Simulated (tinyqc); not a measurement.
Range and order of the fit: effective mass of the split-off band from tabulated energies.

c = hbar^2/2m0.
Constants: hbar^2/2m0 = 3.80998211 eV angstrom^2.

Energies along [110], from the band edge downward:
```
k (1/angstrom)   E (meV)
0.000000         0.00000
0.004600         0.95930
0.009200         3.86910
0.013800         8.82540
0.018400        15.98700
0.023000        25.57010
0.027600        37.83680
0.032200        53.07160
0.036800        71.54470
```

reference mass (curvature of the model at k = 0.0001 1/angstrom) = 0.084278 m0

Least-squares fits of E = a k^2 (+ b k^4 + d k^6) over points 1 to n, and the line y = c k^2/E against E; errors of m against the reference.

Results:
```
n  E at point n (meV)  one term (%)  two terms (%)  three terms (%)  line (%)  rms residual, one term (meV)
3                 8.8         -2.21           0.00            -0.01     -0.03                         0.030
4                16.0         -3.70          -0.01             0.00     -0.07                         0.092
5                25.6         -5.49          -0.04             0.01     -0.14                         0.214
6                37.8         -7.51          -0.12             0.03     -0.26                         0.423
7                53.1         -9.70          -0.29             0.08     -0.44                         0.742
8                71.5        -11.97          -0.63             0.16     -0.70                         1.190
```

The error of the parabola goes from -2.21 to -11.97 % as the range widens, and at n = 8 its residual, 1.19 meV, is only 1.7 % of the top energy: a small residual does not vouch for the mass. Over the full range (n = 8) the best form is three terms (0.16 %); the line errs by -0.03 % at n = 3 and -0.70 % at n = 8. Without scatter, a narrower range or a second term is the cure: at n = 8 the errors are -11.97, -0.63 and +0.16 % for one, two and three terms. Three terms on three points interpolate exactly.

Run: tinyqc, `OMP_NUM_THREADS=1 python tinyqc.py 1850758 1850759 out.jsonl`; Intel(R) Xeon(R) Processor @ 2.30GHz, one thread, shared host; about 0.01 s of CPU time with all checks.
